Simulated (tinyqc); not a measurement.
Classical Heisenberg spin chain: exact results, Metropolis, heat-bath and over-relaxation steps, and a Monte Carlo run: one step, computed by the program tinyqc. Command: `OMP_NUM_THREADS=1 python tinyqc.py 3130062 3130063 out.jsonl heismc walk`. One thread of a shared host (Intel(R) Xeon(R) Processor @ 2.30GHz), about 0.2 s of CPU time with the checks.

E = -J sum_i s_i . s_(i+1) for unit vectors s_i on an open chain; K = J/(k_B T).

Problem. Four single-spin steps. The given spins are first normalised. Spins 2 and 3 are updated in turn, with h = K (sum of the two neighbours). Heat bath: cos(theta) = 1 + ln(1 - r1 (1 - exp(-2 |h|)))/|h| about n = h/|h|, azimuth 2 pi r2 = phi in the frame a = n x z/|n x z|, b = n x a: s = n cos(theta) + sin(theta)(a cos(phi) + b sin(phi)); r1, r2 are the first two numbers of the row. Steps 2 and 4 are reflections, s -> 2 (s . h) h/|h|^2 - s, which keep the energy and use no random number.

Inputs (values chosen for the exercise, for a model chain of large moments): temperature T = 105 K.

Update: heat bath with over-relaxation.

four neighbouring spins (rows; components x, y, z):
```
         1        2        3
1  -0.2847  -0.7813  -0.5554
2  -0.8013  -0.0183  -0.5980
3   0.9764   0.2062  -0.0643
4   0.6234  -0.7774  -0.0841
```

random numbers, one row a step:
```
        1       2       3
1  0.5461  0.1104  0.8571
2  0.4053  0.9582  0.2013
3  0.2121  0.9584  0.3366
4  0.1440  0.7685  0.1943
```

K = 1.105192

Give: the table «Steps» with the columns |h|, h . s before, h . s after, move, x, y, z.

Solution.

Steps:
```
spin     |h|  h . s before  h . s after        move         x         y         z
2     1.2073       -0.1913       0.5196   heat bath  -0.42299  -0.55094  -0.71941
3     1.7300       -0.0294      -0.0294  reflection  -0.98074  -0.17739   0.08173
2     1.8310        1.5519       1.5995   heat bath  -0.97982  -0.15246  -0.12925
3     1.1255        0.5494       0.5494  reflection   0.63908  -0.71390  -0.28622
```
